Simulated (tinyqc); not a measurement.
## Via and link resistance from two via chains

Inverse problem. A chain of 2000 vias joined by 2000 metal links has R = 2000 (Rv + Rlink), with Rlink proportional to the link length. Find Rv, Rlink for length L, and the value of Rv that the short chain would give if the links were ignored.

resistance of chains of 2000 links with link lengths L and 3 L (ohm): 61800  93400

Solution. R per link is a straight line in the link length; its intercept at zero length is Rv.

Rv = 23.0 ohm
Rlink = 7.90 ohm
Rv without correction = 30.9 ohm

tinyqc, about 0.01 s, one thread, Intel Xeon 2.30GHz (shared host): `OMP_NUM_THREADS=1 python tinyqc.py 2750148 2750149 out.jsonl`
